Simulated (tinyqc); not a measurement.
# Pull-up strength from the switching point

Question. Transistor (EKV form, voltages against the body): I = 2 n b Vt^2 [F(vp - Vs) - F(vp - Vd)] from drain to source, F(v) = ln^2(1 + exp(v/(2 Vt))), vp = (Vg - VT + sg |Vd - Vs|)/n. n-channel bodies are at 0; for the p-channel device all voltages are counted down from Vdd. b in uA/V^2 gives I in uA. In an inverter In(Vg = Vd = VM) equals Ip at the switching point VM. Find bp and the current there.

Values chosen for this exercise:
- T = 300 K (temperature)
- Vdd = 0.9 V (supply voltage)
- n = 1.19 (slope factor)
- sg = 0.116 (drain-induced barrier lowering)
- VTn = 0.44 V (n-channel threshold)
- VTp = 0.3 V (p-channel threshold (magnitude))
- bn = 380 uA/V^2 (gain factor of the pull-down transistor)

Constants: q = 1.602176634e-19 C, kB = 1.380649e-23 J/K, Vt = kB T/q. Results are converted to the units shown.

VM = 0.504508585 V

Solution. Ip is proportional to bp, so bp is In(VM) over the p-channel current for unit b.

bp = 300 uA/V^2
current at VM = 2.73 uA

Program tinyqc, `OMP_NUM_THREADS=1 python tinyqc.py 2340032 2340033 out.jsonl`; Intel Xeon 2.30GHz, shared host, one thread, about 0.03 s.
